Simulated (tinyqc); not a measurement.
Mass from the capacitance plateau.

Problem. Once one two-dimensional band is degenerate, Cq = q gv md m0 q/(pi hbar^2) and 1/C_G = 1/Cox + 1/Cq (no traps). Find Cq, md and the oxide-equivalent thickness 3.9 eps0/Cq that it adds.

Values chosen for this exercise: valley degeneracy gv = 1.

Constants: q = 1.602176634e-19 C, hbar = 1.054571817e-34 J s, m0 = 9.1093837015e-31 kg, eps0 = 8.8541878128e-14 F/cm where lengths are in cm. Results are converted to the units shown.

C_G on the plateau = 0.70197155 uF/cm^2
Cox = 0.90871928 uF/cm^2

Solution. Removing Cox from the series leaves Cq, which is proportional to gv md.

Cq = 3.085 uF/cm^2
md = 0.04610 m0
added thickness = 1.119 nm

tinyqc, about 0.01 s, one thread, Intel Xeon 2.30GHz (shared host): `OMP_NUM_THREADS=1 python tinyqc.py 2200028 2200029 out.jsonl`
